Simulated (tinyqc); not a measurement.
Thermodynamics of metal silicides: hull, first phase, silicon consumed, nucleation and stability against SiO2: one step, computed by the program tinyqc.

Entropies of formation of the solids are neglected, so heats stand for free energies. Si fractions: M5Si3 0.3750, MSi 0.5000, MSi2 0.6667.

Problem. First phase. Effective heat of formation: at the interface the mixture has the Si fraction x_e; the limiting element scales the heat, H_eff = H x_e/x if x_e < x, H (1 - x_e)/(1 - x) otherwise. The rule names the most negative as the first phase; its restriction to congruently melting phases is left out here.

Inputs (values chosen for the exercise, of the order of those of tungsten silicides for heats and volumes only):
```
quantity                                value          unit
heat of formation of M5Si3              -16.9  kJ/mol atoms
heat of formation of MSi                -15.2  kJ/mol atoms
heat of formation of MSi2               -27.5  kJ/mol atoms
Si fraction x_e at the lowest liquidus   0.47             -
```

Phases: M5Si3, MSi, MSi2.

Give: H_eff; most negative H_eff.

Solution.

H_eff (kJ/mol atoms): M5Si3 -14.3312, MSi -14.2880, MSi2 -19.3875

most negative H_eff = -19.3875 kJ/mol atoms

The rule picks MSi2, ahead of M5Si3 by 5.1 kJ/mol. The rule is empirical and ignores nucleation barriers.
